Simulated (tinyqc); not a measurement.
MP2 on RHF in the 3-21g basis, for He, spin multiplicity 1, step by step. One step of it, computed by the program tinyqc.

Question. Second-order Moller-Plesset energy. E2 = sum_ijab (ia|jb) [2 (ia|jb) - (ib|ja)] / (e_i + e_j - e_a - e_b) over occupied i, j and virtual a, b; the opposite-spin part is (ia|jb)^2 / denominator, the rest is same-spin, and SCS-MP2 scales them by 6/5 and 1/3.

orbital energies (hartree): MO1 -0.903572, MO2 2.081703

Two-electron integrals over orbitals (pq|rs), unique and non-zero (hartree):
```
(11|11) 1.028537   (21|11) 0.319236   (21|21) 0.261994   (22|11) 0.982016
(22|21) 0.343809   (22|22) 0.998335
```

Hartree-Fock energy = -2.83567987 hartree

Give: Terms; Pair energies; MP2 correlation energy; SCS-MP2 correlation energy; MP2 total energy.

Answer.

Terms:

| i | j | a | b | (ia\|jb) | (ib\|ja) | denominator | term |
|---|---|---|---|---|---|---|---|
| 1 | 1 | 2 | 2 | 0.2620 | 0.2620 | -5.9705 | -0.0115 |

Pair energies (hartree; pair i-j sums ij and ji):

| pair | opposite spin | same spin |
|---|---|---|
| 1-1 | -0.0115 | 0.0000 |

MP2 correlation energy = -0.011497 hartree

SCS-MP2 correlation energy = -0.013796 hartree

MP2 total energy = -2.847176 hartree
